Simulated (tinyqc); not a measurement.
Inside a calculation. Method: Hueckel theory of the pi electrons with the omega technique, for the molecule O=Cc1c[cH-]cc1C=O (SMILES; centres numbered as the heavy atoms are written). One step of it, computed by the program tinyqc.

Task: Energy, charges, bond orders. E = sum n x; q_r = z_r - P_rr; bond order p = P_rs; free valence = sqrt(3) - sum of p over the bonds of the atom.

final x values: 2.200193  1.552067  1.300236  0.477398  0.467955  -0.529012  -0.960342  -1.825154  -2.163332

occupations: 2.000000  2.000000  2.000000  2.000000  2.000000  0.000000  0.000000  0.000000  0.000000

final P, lower triangle:
```
           1O         2C         3C         4C         5C         6C         7C        8C
1O   1.347996
2C   0.815471   0.891247
3C  -0.195349   0.510664   1.110104
4C  -0.254151   0.105282   0.594122   1.095569
5C   0.146463  -0.140576  -0.149367   0.656055   1.110168
6C   0.205412  -0.151272  -0.228024  -0.121359   0.656055   1.095569
7C  -0.173130   0.074694   0.475498  -0.228024  -0.149367   0.594122   1.110104
8C  -0.043914  -0.034138   0.074694  -0.151272  -0.140576   0.105282   0.510664  0.891247
9O   0.124915  -0.043914  -0.173130   0.205412   0.146463  -0.254151  -0.195349  0.815471

          9O
9O  1.347996
```

Centres:

| centre | z_r, pi electrons of the neutral centre | h |
|---|---|---|
| 1O | 1 | 0.960000 |
| 2C | 1 | 0.000000 |
| 3C | 1 | 0.000000 |
| 4C | 1 | 0.000000 |
| 5C | 1 | 0.000000 |
| 6C | 1 | 0.000000 |
| 7C | 1 | 0.000000 |
| 8C | 1 | 0.000000 |
| 9O | 1 | 0.960000 |

Bonds:

| i | j | k |
|---|---|---|
| 1 | 2 | 1 |
| 2 | 3 | 1 |
| 3 | 4 | 1 |
| 4 | 5 | 1 |
| 5 | 6 | 1 |
| 6 | 7 | 1 |
| 7 | 8 | 1 |
| 8 | 9 | 1 |
| 7 | 3 | 1 |

Give: pi energy = 10 alpha + this times beta; pi charges; Bond orders and lengths from R = 1.517 - 0.180 p; free valence of the carbons; gap between the highest filled and the next level.

Result:

pi energy = 10 alpha + this times beta = 11.996

pi charges: 1O -0.348, 2C 0.109, 3C -0.110, 4C -0.096, 5C -0.110, 6C -0.096, 7C -0.110, 8C 0.109, 9O -0.348

Bond orders and lengths from R = 1.517 - 0.180 p (angstrom, C-C alone):

| bond | p | R |
|---|---|---|
| 1-2 | 0.815 | - |
| 2-3 | 0.511 | 1.425 |
| 3-4 | 0.594 | 1.410 |
| 4-5 | 0.656 | 1.399 |
| 5-6 | 0.656 | 1.399 |
| 6-7 | 0.594 | 1.410 |
| 7-8 | 0.511 | 1.425 |
| 8-9 | 0.815 | - |
| 7-3 | 0.475 | 1.431 |

free valence of the carbons: 2C 0.406, 3C 0.152, 4C 0.482, 5C 0.420, 6C 0.482, 7C 0.152, 8C 0.406

gap between the highest filled and the next level = 0.997 |beta|
